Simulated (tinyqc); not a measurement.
Worked calculation: Lorentz oscillators and the Kramers-Kronig relations. Values are carried at full precision from step to step, so a last printed digit may differ when a step is redone from the rounded ones.

eps(E) = 1 + sum_j S_j/(E0_j^2 - E^2 - i G_j E).

Constants: hbar c = 1973.269805 eV angstrom; hbar^2/2m0 = 3.80998211 eV angstrom^2; e^2/(4 pi eps0) = 14.39964547 eV angstrom.

Values chosen for the exercise (line positions loosely like those of Si; Lorentz tails absorb below the gap, where the real solid is clear; shifted at random, so the results belong to these values and not to a real crystal): E0 = (3.23, 4.25, 5.27) eV (resonances); G = (0.2, 0.36, 1.33) eV (widths); S = (36.8, 117.5, 49.5) eV^2 (strengths); E = 6.78 eV (photon energy); h = 0.4 eV (grid step); M = 30 (grid points E_j = j h); i = 11 (grid index at which eps1 is wanted).

## Dielectric function at one energy

Evaluate each oscillator and the sum.

terms: -1.0341+0.0395i  -4.1786+0.3655i  -2.1840+1.0824i

eps(E) = -6.3967+1.4873i
eps(0) = 12.8148

## Optical constants

n + i k = sqrt(eps1 + i eps2) with k >= 0; R = ((n - 1)^2 + k^2)/((n + 1)^2 + k^2) at normal incidence from vacuum; alpha = 2 E k/(hbar c), times 1e8 for 1/cm; loss function Im(-1/eps) = eps2/(eps1^2 + eps2^2).

Convert eps at the photon energy E into the optical constants.

n = 0.2921
k = 2.5460
R = 0.8567
alpha = 1.75e+06 1/cm
loss function = 0.0345
vacuum wavelength hc/E (hc = 1239.841984 eV nm) = 182.9 nm

The intensity falls to 1/e within 5.72 nm. eps1 is negative, so k exceeds n, as in a metal below its plasma energy; R is 0.86.

## Absorptive part on the grid

Tabulate eps2 at E_j = j h.

eps2(E_j), j = 1 .. M: 0.1152  0.2443  0.4062  0.6354  1.0111  1.7873  4.4994  55.5237  10.3099  29.2489  47.5536  12.5383  9.8315  6.7981  3.8519  2.2720  1.4573  1.0028  0.7276  0.5497  0.4284  0.3422  0.2789  0.2311  0.1941  0.1650  0.1417  0.1228  0.1072  0.0943

## eps1 at one grid point

Kramers-Kronig: eps1(E) = 1 + (2/pi) P integral_0^infinity E1 eps2(E1)/(E1^2 - E^2) dE1. Maclaurin rule on the grid E_j = j h, j = 1 .. M: eps1(E_i) = 1 + (4 h/pi) sum over j with j - i odd of E_j eps2(E_j)/(E_j^2 - E_i^2); nothing is added above E_M.

List the terms E_j eps2_j/(E_j^2 - E_i^2) for j - i odd, add them and form eps1.

terms in order of j (1/eV): -0.0104  -0.0605  -0.3154  -19.4820  -34.8201  16.3544  3.1725  0.6732  0.2223  0.0985  0.0518  0.0305  0.0193  0.0130  0.0091

sum = -34.044 1/eV
eps1(E_i) = -16.338

The oscillator formula gives -35.481 at E_i = 4.4 eV. The rule samples every 2h = 0.8 eV against a narrowest width of 0.2 eV and stops at 12 eV; coarse sampling and the missing tail make the difference.

## The f-sum on the grid

W(E_M) = (2/pi) h sum_j E_j eps2_j, with half weight on the last point; the full integral equals sum S_j = (hbar omega_p)^2, and the electron density follows from (hbar omega_p)^2 = 8 pi c (e^2/(4 pi eps0)) N with c = hbar^2/2m0.

W(E_M) = 202.58 eV^2
sum S = 203.80 eV^2
share reached on this grid (a step near the line widths can inflate it) = 0.994
hbar omega_p = 14.276 eV
N = 1.48e+23 1/cm^3

## Checks

- The value of eps1 at 6.783 eV from a fine, long grid (with the tail of eps2 ~ 1/E^3 added) against the oscillator formula: both -6.39.

Program tinyqc; command `OMP_NUM_THREADS=1 python tinyqc.py 1652722 1652723 out.jsonl`; about 0.2 s on one thread of a shared Intel(R) Xeon(R) Processor @ 2.30GHz.
